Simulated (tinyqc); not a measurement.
One-dimensional ballistic tunnel FET, two-band WKB: effect of the source degeneracy.

A p-type source for x < 0 with its Fermi level at 0 and its valence edge at ds; in the channel the bands fall as D exp(-x/lam) towards their flat values, with the conduction edge at Ec = ds - dP and D = dP + Eg. The gate moves dP one to one. The drain Fermi level lies at -Vd and the drain side reflects nothing. For w = E - Ec between 0 and dP an electron crosses the gap. Two-band dispersion with equal masses m: inside the gap kappa = sqrt(m u (1 - u/Eg)/C), u the distance from a band edge, C = hbar^2/(2 m0).

S(w) = 2 lam int_0^Eg kappa(u) du/(w + Eg - u) = 2 pi lam sqrt(m/(C Eg)) [w + Eg/2 - sqrt(w (w + Eg))], T(w) = exp(-S). I = g (2 q^2/h) int_0^dP T(w) [f(E) - f(E + Vd)] dw, E = ds - dP + w, f(x) = 1/(1 + exp(x/Vt)). Swing = d(dP)/d(log10 I).

Parameters, values chosen for the exercise; band and dielectric values close to those of indium arsenide: temperature T = 350 K; band gap Eg = 0.353 eV; band-edge mass of the two-band model m = 0.025 m0; screening length of the source junction lam = 3.2 nm; drain bias Vd = 0.1 V; number of degenerate subbands (spin apart) g = 1; tunnelling window Ev(source) - Ec(channel) dP = 0.27 eV.

Constants: q = 1.602176634e-19 C, kB = 1.380649e-23 J/K, hbar = 1.054571817e-34 J s, h = 6.62607015e-34 J s, m0 = 9.1093837015e-31 kg, Vt = kB T/q, hbar^2/(2 m0) = 0.0380998212 eV nm^2. Results are converted to the units shown.

Effect of the source degeneracy:
```
ds (eV)   I (uA)  swing (mV/decade)
-0.05      1.242              717.5
0          1.833              618.9
0.05       1.859              482.1
0.1        1.495              337.8
0.15      0.9951              218.6
0.2       0.5143              139.8
0.25      0.1880              95.99
0.3      0.04803              76.55
```

What does the comparison show?

I goes from 1.24 through a maximum of 1.86 (at ds = 0.05 eV among the rows listed) to 0.0480 uA, and the swing falls from 717 to 76.6 mV/decade. The screening length is held fixed, though doping would change it. In every row S at w = dP is below 2, where a WKB prefactor of 1 is a rough guess.

Computed by the program tinyqc: `OMP_NUM_THREADS=1 python tinyqc.py 2620083 2620084 out.jsonl`, one thread of a shared Intel Xeon 2.30GHz, about 0.01 s for the whole run.
